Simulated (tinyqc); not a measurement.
Domain walls in a thin film with perpendicular anisotropy: Bloch, Neel and chiral walls, motion and stripe domains: one step, computed by the program tinyqc. Command: `OMP_NUM_THREADS=1 python tinyqc.py 3004709 3004710 out.jsonl mwall walk`. One thread of a shared host (Intel(R) Xeon(R) Processor @ 2.30GHz), about 0.01 s of CPU time with the checks.

One-dimensional wall: polar angle theta(x), azimuth phi of the moment in the wall (phi = 0 Neel, 90 degrees Bloch). mu_0 = 1.25663706212e-6 T m/A, gamma = 1.76085963023e11 rad/(s T).

Task: Velocity under current. Spin-orbit drive: B_SL = hbar theta_SH J/(2 e M_s t) acts as the field (pi/2) B_SL cos(phi). Steady state: v = (gamma Delta/alpha)(pi/2) B_SL cos(phi) = gamma Delta [B_D sin(phi) - (B_K/2) sin(2 phi)], B_K = 2 K_D/M_s, B_D = pi D/(2 M_s Delta); the root with phi between its rest value and 90 degrees; v saturates at v_D = gamma Delta B_D.

Inputs (values chosen for the exercise, for a model film):
```
quantity,value,unit
saturation magnetisation M_s,590,kA/m
DMI constant D,1.1,mJ/m^2
thickness t,1.9,nm
damping alpha,0.032,-
current density J,0.17,1e12 A/m^2
spin Hall angle theta_SH,0.12,-
```

Drive: spin-orbit torque.

K_D = 11.39619 kJ/m^3

width parameter Delta = 8.045509 nm

azimuth phi = 0 degrees

Constants: hbar = 1.054571817e-34 J s; e = 1.602176634e-19 C.

Give: B_SL; azimuth in motion; velocity; saturation velocity v_D.

Result:

B_SL = 5.9891 mT

azimuth in motion = 41.272 degrees

velocity = 313.03 m/s

saturation velocity v_D = 515.69 m/s

v is 61 % of v_D: still rising with current. Caution: pinning, heating and tilting of the wall are left out.
